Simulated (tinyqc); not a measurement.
From one set of inputs to another, one input at a time: four-point probe, van der Pauw, Hall and spreading-resistance readings of a semiconductor layer. Computed by tinyqc, a small Python program. Command: `OMP_NUM_THREADS=1 python tinyqc.py 3112183 3112184 out.jsonl probe ladder`. One thread of a shared host (Intel(R) Xeon(R) Processor @ 2.30GHz), about 0.01 s of CPU time with the checks.

The layer is uniform and ohmic; contacts are points unless a radius is given.

The inputs printed are set A. Set A is modelled on n-type silicon; the values taken over come from a set modelled on p-type silicon. Inputs not listed in the table keep their values of set A, so the rows need not describe a real material.

Inputs (values chosen for the exercise, modelled on n-type silicon): carrier density n = 8.7e+16 1/cm^3; drift mobility mu = 813 cm^2/(V s); layer thickness t = 16 micrometre; probe spacing s = 0.5 mm; current I = 0.1 mA; side ratio a/b of the van der Pauw rectangle = 1.3; magnetic field B = 0.36 T; Hall factor r_H = 1.1.

Backing of the layer: insulating.

Constants: e = 1.602176634e-19 C.

Method:
- rho = 1/(e n mu); R_s = rho/t.
- Collinear probes with equal spacing on a layer with insulating backing: images at depth 2 m t give V = (rho I/(2 pi s)) G, G = 1 + 4 sum_(m>=1) [1/sqrt(1 + (2 m u)^2) - 1/sqrt(4 + (2 m u)^2)], u = t/s; the sum runs to m = 20000, with the tail 3/(32 u^3 M^2) added to the sum for M = 20000.
- Limits: thick, rho = 2 pi s V/I; thin on an insulator, rho = (pi/ln 2) t V/I.
- Thin rectangle with point contacts at the corners; for R_B current and voltage contacts lie along the two sides of length a, for R_A along those of length b: exp(-pi R_A/R_s) = (theta_4/theta_3)^4, exp(-pi R_B/R_s) = (theta_2/theta_3)^4 with q = exp(-pi a/b), theta_2 = 2 sum_(m>=0) q^((m + 1/2)^2), theta_3 = 1 + 2 sum_(m>=1) q^(m^2), theta_4 = 1 + 2 sum_(m>=1) (-1)^m q^(m^2).
- V_H = r_H I B/(e n t); apparent density n/r_H; Hall mobility r_H mu; Hall angle tan = r_H mu B (SI).

Each row keeps all changes above it:
```
input moved                                      from       to  rho by the thin formula (ohm cm)  Hall voltage (mV)  R_B (ohm)
set A                                               -        -                          0.088243            0.17756     25.330
layer thickness t (micrometre)                     16      200                          0.088286            0.01420      2.026
carrier density n (1/cm^3)                    8.7e+16  6.9e+17                          0.011132            0.00179      0.255
drift mobility mu (cm^2/(V s))                    813     96.4                          0.093881            0.00179      2.155
current I (mA)                                    0.1      0.5                          0.093881            0.00896      2.155
side ratio a/b of the van der Pauw rectangle      1.3      2.1                          0.093881            0.00896      5.728
magnetic field B (T)                             0.36      1.2                          0.093881            0.02985      5.728
```

Where does the difference come from?

rho by the thin formula goes from 0.0882 to 0.0939, a factor 1.06 in all. The largest single move comes from drift mobility mu (a factor 8.43), and carrier density n works against it (a factor 0.126). Hall voltage goes from 0.178 to 0.0299, a factor 0.168 in all. The largest single move comes from layer thickness t (a factor 0.0800), and current I works against it (a factor 5.00). R_B goes from 25.3 to 5.73, a factor 0.226 in all. The largest single move comes from layer thickness t (a factor 0.0800), and drift mobility mu works against it (a factor 8.43). The single moves hold for this order of the switches; the total does not depend on the order.

Extremes, crossings and ranges named in words are read from the listed rows.
